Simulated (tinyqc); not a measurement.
Nucleation and growth of vacancy voids in a cooling silicon-like crystal: one step, computed by the program tinyqc.

Spherical voids; vacancies are lost only to voids.

Question. Nucleation rate at T with the initial excess. C_e = C_m exp[-(E_f/k_B)(1/T - 1/T_m)]; D = D0 exp(-E_m/(k_B T)); f = k_B T ln(C/C_e); r* = 2 gamma/(rho f); W* = 16 pi gamma^3/(3 rho^2 f^2); Z = f/sqrt(12 pi W* k_B T); I = rho Z (4 pi r* D C) exp(-W*/(k_B T)).

Inputs (values chosen for the exercise, close to those used for silicon):
```
quantity                                    value    unit
vacancy density at the melting point C_m  4.9e+14  1/cm^3
formation energy E_f                         3.72      eV
melting point T_m                            1685       K
diffusion prefactor D0                     0.0017  cm^2/s
migration energy E_m                          0.4      eV
site density rho                            5e+22  1/cm^3
void surface energy gamma                   0.857   J/m^2
temperature of the worked step T             1390       K
```

initial excess C = 7.885375e+13 1/cm^3

Constants: k_B = 8.617333262e-05 eV/K; k_B = 1.380649e-23 J/K; e = 1.602176634e-19 C.

Give: C_e; D; driving force f; critical radius r*; W*/(k_B T); rate I.

Answer.

C_e = 2.132e+12 1/cm^3

D = 6.028e-05 cm^2/s

driving force f = 0.4325 eV

critical radius r* = 0.4947 nm

W*/(k_B T) = 45.79

rate I = 1.673e+05 1/(cm^3 s)

Cooling by 10 K multiplies I by 78: nucleation switches on within a narrow range of temperature.
